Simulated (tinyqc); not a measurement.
Range and order of the fit: effective mass of the conduction band from tabulated energies.

c = hbar^2/2m0.
Constants: hbar^2/2m0 = 3.80998211 eV angstrom^2.

Energies along [111], from the band edge:
```
k (1/angstrom),E (meV)
0.000000,0.00000
0.006100,1.46310
0.012200,5.83570
0.018300,13.06810
0.024400,23.08040
0.030500,35.76650
0.036600,50.99920
0.042700,68.63520
0.048800,88.52100
```

reference mass (curvature of the model at k = 0.0001 1/angstrom) = 0.096800 m0

Least-squares fits of E = a k^2 (+ b k^4 + d k^6) over points 1 to n, and the line y = c k^2/E against E; errors of m against the reference.

Results:
```
n,E at point n (meV),one term (%),two terms (%),three terms (%),line (%),"rms residual, one term (meV)"
3,13.1,0.78,0.01,0.00,0.00,0.016
4,23.1,1.32,0.02,0.00,0.00,0.047
5,35.8,1.99,0.04,0.00,0.00,0.108
6,51.0,2.78,0.09,0.00,0.00,0.211
7,68.6,3.68,0.15,0.01,0.00,0.370
8,88.5,4.70,0.25,0.01,0.00,0.596
```

What can be read from this table?

The error of the parabola goes from +0.78 to +4.70 % as the range widens, and at n = 8 its residual, 0.60 meV, is only 0.7 % of the top energy: a small residual does not vouch for the mass. Over the full range (n = 8) the best form is the line (0.00 %); the line errs by 0.00 % at n = 3 and 0.00 % at n = 8. Without scatter, a narrower range or a second term is the cure: at n = 8 the errors are +4.70, +0.25 and +0.01 % for one, two and three terms. Three terms on three points interpolate exactly.

Run: tinyqc, `OMP_NUM_THREADS=1 python tinyqc.py 1881066 1881067 out.jsonl`; Intel(R) Xeon(R) Processor @ 2.30GHz, one thread, shared host; about 0.01 s of CPU time with all checks.
